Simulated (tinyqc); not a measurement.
## Intrinsic and extrinsic failures together

All devices wear out with slope 2.3 and scale t63; the share 0.02 also has a flaw with slope 0.48 and scale 0.03 t63: 1 - F = exp(-(t/t63)^2.3) [1 - 0.02 + 0.02 exp(-(t/(0.03 t63))^0.48)]. W = ln(-ln(1 - F)); the local slope is dW/d ln t.

Inputs (values chosen for the exercise):
- t63 = 25 s (characteristic time of a test capacitor)

Results:

| t (s) | F | W | local slope | F of wear-out alone |
|---|---|---|---|---|
| 0.00026 | 4.320e-4 | -7.747 | 0.4749 | 3.461e-12 |
| 0.00088 | 7.689e-4 | -7.170 | 0.4708 | 5.715e-11 |
| 0.003 | 0.001364 | -6.597 | 0.4636 | 9.597e-10 |
| 0.01 | 0.002366 | -6.046 | 0.4510 | 1.530e-8 |
| 0.034 | 0.004054 | -5.506 | 0.4287 | 2.554e-7 |
| 0.11 | 0.006570 | -5.022 | 0.3932 | 3.801e-6 |
| 0.38 | 0.01035 | -4.566 | 0.3416 | 6.580e-5 |
| 1.3 | 0.01566 | -4.149 | 0.3809 | 0.001113 |
| 4.4 | 0.03597 | -3.307 | 1.215 | 0.01823 |
| 50 | 0.9929 | 1.598 | 2.291 | 0.9927 |

Estimate the missing row, t = 15 s.

Computed row:

| t (s) | F | W | local slope | F of wear-out alone |
|---|---|---|---|---|
| 15 | 0.2802 | -1.112 | 2.163 | 0.2657 |

With this row back in the table: The local slope goes from 0.475 through a minimum of 0.342 (at t = 0.38 s among the rows listed) to 2.29. At early times the flawed share sets F, 1.25e8 times the wear-out value in the first row, so a line fitted to the steep upper part says nothing about low percentiles.

tinyqc, about 0.01 s, one thread, Intel Xeon 2.30GHz (shared host): `OMP_NUM_THREADS=1 python tinyqc.py 2070004 2070005 out.jsonl`
